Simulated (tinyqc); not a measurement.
Valley splitting in a one-orbital chain of atomic planes (second-neighbour model): one step. Hoppings from the valley position and mass. Three cases, with inputs chosen for the exercise.

Problem. The curvature at the minimum is d2E/dphi2 = 8 u sin^2(phi0) = (2c/ml)/(a/4)^2 with c = hbar^2/2m0; v = -4 u cos(phi0); e0 = 2u + v^2/(4u).

Each (001) plane carries one orbital with energy e0, hopping v to the next plane and u to the second: E(phi) = e0 + 2 v cos(phi) + 2 u cos(2 phi), where phi = pi - k a/4 (the sign of every second orbital is chosen so that v > 0, which shifts the phase by pi). The minimum lies at cos(phi0) = -v/(4u), phi0 = pi - (pi/2) k0 for a valley at k0 (2 pi/a), and e0 puts it at zero. A slab of N planes has hard walls: the matrix simply ends.

Constants: hbar^2/2m0 = 3.80998211 eV angstrom^2.

Give: phi0; u; v; e0.

Case 1.

Values chosen (out of a larger set: near those of the Delta valleys of silicon; abrupt walls in this chain split the valleys several times more than measured wells; not measured data): a = 5.437 angstrom (lattice constant; planes lie a/4 apart); k0 = 0.807 2 pi/a (position of the valley); ml = 0.875 m0 (longitudinal mass).

Solution.

phi0 = 1.87396 rad
u = 0.64684 eV
v = 0.77244 eV
e0 = 1.52429 eV

Case 2.

Values chosen (out of a larger set: near those of the Delta valleys of silicon; abrupt walls in this chain split the valleys several times more than measured wells; not measured data): a = 5.43 angstrom (lattice constant; planes lie a/4 apart); k0 = 0.868 2 pi/a (position of the valley); ml = 0.944 m0 (longitudinal mass).

Solution.

phi0 = 1.77814 rad
u = 0.57177 eV
v = 0.47082 eV
e0 = 1.24045 eV

Case 3.

Values chosen (out of a larger set: near those of the Delta valleys of silicon; abrupt walls in this chain split the valleys several times more than measured wells; not measured data): a = 5.432 angstrom (lattice constant; planes lie a/4 apart); k0 = 0.859 2 pi/a (position of the valley); ml = 0.927 m0 (longitudinal mass).

Solution.

phi0 = 1.79228 rad
u = 0.58542 eV
v = 0.51441 eV
e0 = 1.28383 eV

Computed by tinyqc, one run a case: `OMP_NUM_THREADS=1 python tinyqc.py N N+1 out.jsonl` with N = 1481278, 1482122, 1482359; one thread of a shared Intel(R) Xeon(R) Processor @ 2.30GHz, about 0.02 s a run at most.
